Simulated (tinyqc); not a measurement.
Tunnelling through a two-layer gate stack, WKB transmission and Tsu-Esaki current: one step of the calculation.

Electrons leave the emitter at x = 0. Energies E (motion across the layers) are in eV from the emitter Fermi level; the collector Fermi level lies at -V and offers states at every E. No charge in the dielectric and no image force: F1 = V/(t1 + t2 eps1/eps2), F2 = F1 eps1/eps2; U = phi1 - F1 x in layer 1 and phi2 - F1 t1 - F2 (x - t1) in layer 2. With C = hbar^2/(2 m0), kappa = sqrt(m (U - E)/C) where U > E and 0 elsewhere; T(E) = exp(-S), S = 2 times the integral of kappa over x.

Problem. WKB exponent in closed form. Each layer adds (2/F) sqrt(m/C) [G(u at its left edge) - G(u at its right edge)] to S, with u = U - E (0 where negative) and G(u) = (2/3) u^1.5. The slope follows from 1/d = -dS/dE.

Parameters, values chosen for the exercise; layer 1 close to silicon dioxide, layer 2 close to hafnium oxide:
- phi1 = 3.01 eV (barrier of layer 1 above the emitter Fermi level at zero bias)
- m1 = 0.48 m0 (tunnelling mass of layer 1)
- t1 = 0.8 nm (thickness of layer 1)
- eps1 = 4.05 (relative permittivity of layer 1)
- phi2 = 1.53 eV (barrier of layer 2 at zero bias)
- m2 = 0.19 m0 (tunnelling mass of layer 2)
- t2 = 1.6 nm (thickness of layer 2)
- eps2 = 21.6 (relative permittivity of layer 2)
- V = 0.9 V (voltage across the dielectric)
- E = -0.17 eV (energy of the electron followed)

Constants: q = 1.602176634e-19 C, hbar = 1.054571817e-34 J s, m0 = 9.1093837015e-31 kg, hbar^2/(2 m0) = 0.0380998212 eV nm^2. Results are converted to the units shown.

Give: S; T(E); energy d over which T(E) grows by a factor e.

Solution.

S = 16.45
T(E) = 7.204e-8
energy d over which T(E) grows by a factor e = 0.1848 eV

The midpoint rule gives S = 16.446, so its T(E) is 0.029 % below this value. The band edge stays above E through the whole stack: direct tunnelling through a trapezoid.

Computed by the program tinyqc: `OMP_NUM_THREADS=1 python tinyqc.py 2540057 2540058 out.jsonl`, one thread of a shared Intel Xeon 2.30GHz, about 0.02 s for the whole run.
